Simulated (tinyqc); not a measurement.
Inside a calculation: deep level with several charge states, and Shockley-Read-Hall recombination. Values are carried at full precision from step to step, so a last printed digit may differ when a step is redone from the rounded ones.

Energies from Ev. The defect has charge states 0, -1, -2 with weights 1, gm exp((EF - E1)/kT), exp((2 EF - E1 - E2)/kT); the shares are the weights over their sum. Boltzmann carriers: n = Nc exp((EF - Eg)/kT), p = Nv exp(-EF/kT). Neutrality: p - n + Nd + Nt <q> = 0.

Constants: kB = 8.617333262e-05 eV/K.

Values chosen for the exercise (gap and densities of states near those of GaAs at this temperature; not measured data):
- Eg = 1.413 eV (gap)
- Nc = 3.55e+17 1/cm^3 (conduction-band density of states)
- Nv = 7.05e+18 1/cm^3 (valence-band density of states)
- T = 250 K
- E1 = 0.541 eV (level (0/-1) above Ev)
- E2 = 0.89 eV (level (-1/-2) above Ev)
- gm = 1 (degeneracy of the middle state, the others 1)
- Nt = 1.5e+15 1/cm^3 (defects)
- Nd = -7e+14 1/cm^3 (ionised shallow donors minus acceptors)
- E_try = 0.871 eV (trial Fermi level)
- Et = 0.89 eV (recombination level above Ev)
- sn = 1.5e-15 cm^2 (electron capture cross-section)
- sp_ = 4.6e-16 cm^2 (hole capture cross-section)
- vth = 17000000 cm/s (thermal velocity, both carriers)
- Nm = 1.5e+16 1/cm^3 (equilibrium holes for the lifetime steps)
- dn = 1.2e+16 1/cm^3 (excess pairs)

## Charge states at a trial Fermi level

Form the exponents, the shares, the mean charge and the residual of neutrality at EF = E_try.

exponents of the second and third weights: [15.318, 14.436]

shares: 0 0.0000, -1 0.7072, -2 0.2928

<q> = -1.2928

n, p (1/cm^3): [4.21e+06, 19.5]

residual = -2.64e+15 1/cm^3

The residual is negative, so EF must fall.

## The neutral state

Solve for EF.

EF = 0.1986 eV

shares at EF: 0 1.000, -1 0.000, -2 0.000

n = 1.17e-07 1/cm^3
p = 7.00e+14 1/cm^3

Without the defects the majority density would be 7.00e+14 1/cm^3; with them the density of these carriers is 7.00e+14, nearly the same. Most defects are in the state 0.

## Recombination through one level

One level at Et with degeneracy 1: tn = 1/(sn vth Nt), tp = 1/(sp_ vth Nt), n1 = Nc exp((Et - Eg)/kT), p1 = Nv exp(-Et/kT), ni^2 = n1 p1. Equilibrium p0 = Nm, n0 = ni^2/Nm; n = n0 + dn, p = p0 + dn. U = (n p - ni^2)/(tp (n + n1) + tn (p + p1)), lifetime dn/U; emission rates en = sn vth n1, ep = sp_ vth p1.

Evaluate each quantity.

tn, tp (microsecond): [0.02614, 0.08525]

n1, p1 (1/cm^3): [1.02e+07, 8.06]

U = 1.87e+23 1/(cm^3 s)
lifetime = 0.0640 microsecond

The lifetime is 2.449 times the minority capture time tn and 0.575 times tn + tp, the limit of high injection.

## Emission and generation in a depleted region

With n = p = 0 the level generates pairs at G = Nt en ep/(en + ep); generation lifetime tg = ni/G; current density e G W for a width W = 1 micrometre, e = 1.602176634e-19 C.

en, ep (1/s): [0.259, 6.31e-08]

G = 9.46e+07 1/(cm^3 s)
tg = 95.7 microsecond
current density = 1.52e-15 A/cm^2

The slower step, hole emission, limits the rate: en/ep = 4.11e+06.

## Checks

- U against hole capture minus emission at the steady occupation of the level (1/(cm^3 s)): both 1.874e+23.

Computed by tinyqc, a small Python program: `OMP_NUM_THREADS=1 python tinyqc.py 1651175 1651176 out.jsonl` (the numbers bound the seed that draws the inputs); one thread of a shared host (Intel(R) Xeon(R) Processor @ 2.30GHz), about 0.01 s for the whole set of steps.
